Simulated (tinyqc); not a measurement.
Schottky barrier on an n-type semiconductor, non-linear Poisson equation by Newton steps: one step of the calculation.

One dimension, metal at x = 0, donor density C(x) = Nd, uniform. Energies are counted from the electron Fermi level of the semiconductor and the conduction-band edge is Ec = -psi, so n = Nc exp(psi/Vt); holes follow the Fermi level of the metal, at -V, so p = Nv exp((V - psi - Eg)/Vt). Ends: psi(0) = V - phiB and psi = Vt ln(Nd/Nc) deep inside. Boltzmann statistics, full ionisation, no current, no image force in the Poisson equation.

Task. Newton step. Solve the tridiagonal system a_(i-1) d_(i-1) + b_i d_i + a_i d_(i+1) = -F_i for nodes 1 to 11, with d = 0 on fixed nodes. If the largest |d| exceeds 4 Vt, the whole step is scaled down so that it equals 4 Vt.

Values chosen for this exercise:
```
symbol  value  unit      meaning
T         450     K  temperature
```

Constants: q = 1.602176634e-19 C, kB = 1.380649e-23 J/K, Vt = kB T/q. Results are converted to the units shown.

coupling a_i, interval 0 to 11 (F/cm^2): 1.9070558e-7  1.6527817e-7  1.4372015e-7  1.2395863e-7  1.0663108e-7  9.2679349e-8  8.0623499e-8  6.9835848e-8  6.0101154e-8  5.2469261e-8  4.5075865e-8  3.9666761e-8

```
node	diagonal b (F/cm^2)	residual F (C/cm^2)
1	-3.5598376e-7	6.5496981e-9
2	-3.0899832e-7	7.5438487e-9
3	-2.6767878e-7	8.7134376e-9
4	-2.3058971e-7	1.0116944e-8
5	-1.9931043e-7	1.1695889e-8
6	-1.7330285e-7	1.3450273e-8
7	-1.5045935e-7	1.5497053e-8
8	-1.2993700e-7	1.7953190e-8
9	-1.1257041e-7	2.0701724e-8
10	-9.7545126e-8	2.3918094e-8
11	-8.4744780e-8	2.7485257e-8
```

psi at the start, node 0 to 12 (V): -3.3800000  -3.2775278  -3.1592906  -3.0233178  -2.8656682  -2.6824006  -2.4715443  -2.2291580  -1.9493300  -1.6241778  -1.2517306  -0.8181942  -0.3255393

Give: Newton step d, before damping; psi after iteration 1.

Result.

Newton step d, before damping, node 1 to 11 (V): 0.4594  0.9498  1.4612  1.9839  2.4967  2.9605  3.3268  3.5277  3.4625  2.9933  1.9165
psi after iteration 1, node 0 to 12 (V): -3.3800  -3.2573  -3.1175  -2.9591  -2.7784  -2.5726  -2.3414  -2.0829  -1.7942  -1.4719  -1.1201  -0.7339  -0.3255

tinyqc, about 0.04 s, one thread, Intel Xeon 2.30GHz (shared host): `OMP_NUM_THREADS=1 python tinyqc.py 2020053 2020054 out.jsonl`
